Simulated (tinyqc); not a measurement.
Worked calculation: Hubbard chain of 2 sites. One step of it, computed by the program tinyqc.

Question. The many-body Hamiltonian. Basis: all placements (u, d, 2, 0 on each site), up operators ordered before down ones; hops carry the sign of the same-spin electrons passed.

one-body matrix (hopping and site energies) (eV):
```
           1          2
1   0.640000  -1.520000
2  -1.520000  -0.350000
```

U = 9.700000 eV

electrons, up and down: 1  1

Give: H.

Answer.

H (eV):
```
        20      ud      du      02
20  10.980  -1.520  -1.520   0.000
ud  -1.520   0.290   0.000  -1.520
du  -1.520   0.000   0.290  -1.520
02   0.000  -1.520  -1.520   9.000
```
